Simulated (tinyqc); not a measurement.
MOS structure on a p-type body, non-linear Poisson equation by Newton steps: one step of the calculation.

One dimension, insulator interface at x = 0, acceptor density Na, uniform, net doping C = -(acceptor density). psi is counted from the intrinsic level: n = ni exp((psi - Vb)/Vt), p = ni exp(-psi/Vt); deep in the body psi_b = -Vt ln(Na/ni). The gate acts through Cox = eps0 eox/tox and has the potential psi_G = Vg - (phiM - chi - Vt ln(Nc/ni)). Boltzmann statistics, full ionisation, classical densities, no oxide or interface charge.

Task. Converged densities and sheet charges. n and p as above; box widths w_i (half boxes at both ends); band bending psi_0 - psi_b; N_inv = sum w n; N_dep = -sum w (p + C); centroid sum w n x/N_inv; gate charge Cox (psi_G - psi_0)/q.

Values chosen for this exercise; band and dielectric values close to those of silicon: temperature T = 300 K; band gap Eg = 1.14 eV; conduction-band density of states at T Nc = 2.8e19 cm^-3; valence-band density of states at T Nv = 2.65e19 cm^-3; electron affinity chi = 4.11 eV; relative permittivity of the gate insulator (close to aluminium oxide) eox = 8.76; insulator thickness tox = 18 nm; gate work function phiM = 4.63 eV; electron quasi-Fermi potential against the body Vb = 1.4 V; gate voltage against the body Vg = 3.41 V.

Constants: q = 1.602176634e-19 C, kB = 1.380649e-23 J/K, Vt = kB T/q, eps0 = 8.8541878128e-14 F/cm where lengths are in cm. Results are converted to the units shown.

```
node  x (nm)  converged psi (V)  net doping C (cm^-3)
0          0          1.9623072               -2.8e17
1        0.3          1.9447362               -2.8e17
2      0.832          1.9172442               -2.8e17
3       1.78          1.8724710               -2.8e17
4       3.45          1.7967157               -2.8e17
5       6.42          1.6653873               -2.8e17
6       11.7          1.4415177               -2.8e17
7         21          1.0770716               -2.8e17
8       37.6          0.5212658               -2.8e17
9       67.1         -0.1668800               -2.8e17
10       119         -0.4469213               -2.8e17
11       212         -0.4516588               -2.8e17
```

ni = 7.2380804e9 cm^-3

Wanted: n; p; band bending; N_inv; N_dep; centroid of the electrons; gate charge over q.

Result.

```
node  n (cm^-3)  p (cm^-3)
0      2.023e19  7.840e-24
1      1.025e19  1.547e-23
2      3.540e18  4.481e-23
3      6.263e17  2.532e-22
4      3.343e16  4.744e-21
5      2.079e14  7.627e-19
6      3.607e10  4.397e-15
7       2.721e4   5.829e-9
8      1.252e-5      12.67
9     3.445e-17   4.603e12
10    6.803e-22   2.331e17
11    5.664e-22   2.800e17
```

band bending = 2.414 V
N_inv = 1.082e12 cm^-2
N_dep = 2.945e12 cm^-2
centroid of the electrons = 0.4799 nm
gate charge over q = 4.030e12 cm^-2

N_inv + N_dep is 0.080 % below the gate charge.

Range of the model: On a fine mesh the surface electron density exceeds 0.3 Nc, so degeneracy and confinement would lower the charge and push it away from the interface.

Numbers from tinyqc (`OMP_NUM_THREADS=1 python tinyqc.py 2080113 2080114 out.jsonl`; about 0.5 s on one thread of a shared Intel Xeon 2.30GHz).
